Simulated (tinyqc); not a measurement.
Relaxation at fixed composition: composition and strain of an epitaxial Si(1-x)Ge(x) layer from Raman and X-ray peaks. Computed by tinyqc, a small Python program. Command: `OMP_NUM_THREADS=1 python tinyqc.py 3003568 3003569 out.jsonl epiraman walk`. One thread of a shared host (Intel(R) Xeon(R) Processor @ 2.30GHz), about 0.01 s of CPU time with the checks.

A (001) layer, biaxially strained in the plane. The Raman peaks follow empirical lines omega = w0 + c1 x + c3 x^3 + b eps (c3 for Si-Ge alone), with eps the in-plane strain.

Inputs (values chosen for the exercise, modelled on silicon-germanium):

| quantity | value | unit |
|---|---|---|
| Ge fraction x | 0.75 | - |
| Ge fraction y of the buffer | 0.49 | - |
| lattice constant of Si | 5.431 | angstrom |
| lattice constant of Ge | 5.658 | angstrom |
| bowing B | 0.027 | angstrom |
| 2 C12/C11 of Si | 0.766 | - |
| 2 C12/C11 of Ge | 0.747 | - |
| Si-Si: w0 | 520.6 | 1/cm |
| Si-Si: c1 | -64.6 | 1/cm |
| Si-Si: strain coefficient b | -758 | 1/cm |
| Ge-Ge: w0 | 280.5 | 1/cm |
| Ge-Ge: c1 | 19.4 | 1/cm |
| Ge-Ge: strain coefficient b | -430 | 1/cm |
| X-ray wavelength | 1.540598 | angstrom |

Substrate: relaxed alloy buffer.

Method:
- Relaxed lattice constant a(x) = a_Si + (a_Ge - a_Si) x - B x (1 - x).
- In-plane constant a_par = a_sub + R (a(x) - a_sub); eps = a_par/a(x) - 1; eps_perp = -(2 C12/C11) eps with 2 C12/C11 linear in x; a_perp = a(x) (1 + eps_perp). The buffer has a_sub = a(y).
- (004) Bragg angle theta = arcsin(2 lambda/a), with a = a_perp for the layer and a_sub for the substrate; separation = layer less substrate. The apparent x is the one that a fully strained layer (R = 0) would need to give the same a_perp.

Signatures:

| R | eps (per mille) | Si-Si (1/cm) | Ge-Ge (1/cm) | a_perp (angstrom) | (004) separation (arcsec) | apparent x if R = 0 is assumed |
|---|---|---|---|---|---|---|
| 0.00 | -10.848 | 480.37 | 299.71 | 5.6418 | -2594.0 | 0.75000 |
| 0.15 | -9.220 | 479.14 | 299.01 | 5.6350 | -2430.6 | 0.73368 |
| 0.30 | -7.593 | 477.91 | 298.32 | 5.6281 | -2266.7 | 0.71731 |
| 0.50 | -5.424 | 476.26 | 297.38 | 5.6190 | -2047.5 | 0.69539 |
| 0.70 | -3.254 | 474.62 | 296.45 | 5.6099 | -1827.4 | 0.67337 |
| 0.85 | -1.627 | 473.38 | 295.75 | 5.6030 | -1661.7 | 0.65679 |
| 1.00 | 0.000 | 472.15 | 295.05 | 5.5962 | -1495.5 | 0.64015 |

What follows from these numbers?

Full relaxation moves the Si-Si peak by -8.22 per cm and shrinks the X-ray separation to 58 % of its strained value, about 1/(1 + 2 C12/C11). A symmetric reflection alone cannot part x from R: a relaxed layer read as strained gives x = 0.640 in place of 0.75. An asymmetric reflection or a second peak is needed.

Extremes, crossings and ranges named in words are read from the listed rows.
